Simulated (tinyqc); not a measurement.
Rigid-ion and shell models of the dielectric response of an ionic crystal. From eps_inf back to cation polarisability alpha_+. Computed by tinyqc, a small Python program. Command: `OMP_NUM_THREADS=1 python tinyqc.py 3018619 3018620 out.jsonl shell inv`. One thread of a shared host (Intel(R) Xeon(R) Processor @ 2.30GHz), about 0.01 s of CPU time with the checks.

Charges +Z and -Z; 4 nearest neighbours, Madelung constant M = 1.638055, volume per ion pair Omega = 3.079201 d^3. Energy per pair U = -M Z^2 e2/d + 4 A exp(-d/rho), e2 = e^2/(4 pi eps_0). In the shell model the anion is a core of charge Y - Z and a massless shell of charge -Y, joined by the spring k; the repulsion acts on the shell. Each ion feels the Lorentz field E + (4 pi/3) P (Gaussian units).

Inputs (values chosen for the exercise, for a model crystal):

| quantity | value | unit |
|---|---|---|
| nearest-neighbour distance d | 2.21 | angstrom |
| ionic charge Z | 1 | e |
| hardness d/rho | 11.9 | - |
| shell charge size Y | 2.71 | e |
| core-shell spring k | 89.8 | eV/angstrom^2 |

Structure: zinc blende.

Constants: e^2/(4 pi eps_0) = 14.39964548 eV angstrom; 1 eV/angstrom^3 = 160.2176634 GPa.

Method. Zero pressure fixes 4 A exp(-d/rho) = M Z^2 e2 rho/d^2. Then U = -(M Z^2 e2/d)(1 - rho/d), B = M Z^2 e2 (d/rho - 2)/(9 Omega d), and the spring of one sublattice against the other is R = (1/3) x (Laplacian of the repulsion summed over neighbours) = M Z^2 e2 (d/rho - 2)/(3 d^3), so R = 3 B Omega/d^2. Eliminating the shell gives the anion polarisability alpha_- = Y^2 e2/(k + R), the Szigeti charge Z_S = Z - Y R/(k + R) and the softened spring R' = k R/(k + R). With b = 4 pi (alpha_+ + alpha_-)/(3 Omega): eps_inf = (1 + 2b)/(1 - b) (Clausius-Mossotti); Born charge Z* = Z_S (eps_inf + 2)/3.

Problem. A run gave the result below. Find the cation polarisability alpha_+, known to lie between 0.2 and 0.3 angstrom^3.

eps_inf = 1.615511

Solution.

Each step takes the trial c = (a f_b - b f_a)/(f_b - f_a), f being the result less the target and a, b, c the logarithms of the listed values; c replaces end b, the old b replaces a if the sign of f changed, and otherwise f_a is halved.

Scan of the range:

| cation polarisability alpha_+ (angstrom^3) | eps_inf |
|---|---|
| 0.200 | 1.58248 |
| 0.214 | 1.59005 |
| 0.229 | 1.59819 |
| 0.245 | 1.60691 |
| 0.262 | 1.61622 |
| 0.280 | 1.62614 |
| 0.300 | 1.63722 |

False position (Illinois rule, in the logarithm of the input) inside the bracket:

| step | end a | end b | trial | eps_inf |
|---|---|---|---|---|
| 1 | 0.245000 | 0.262000 | 0.260657 | 1.61549 |
| 2 | 0.262000 | 0.260657 | 0.260701 | 1.61551 |
| 3 | 0.262000 | 0.260701 | 0.260701 | 1.61551 |
| 4 | 0.260701 | 0.260701 | 0.260701 | 1.61551 |

eps_inf rises at every point of a 13-point scan of the range (every second point is shown), so one value fits; it is bracketed by 0.245 and 0.262. Answer: cation polarisability alpha_+ = 0.2607 angstrom^3.
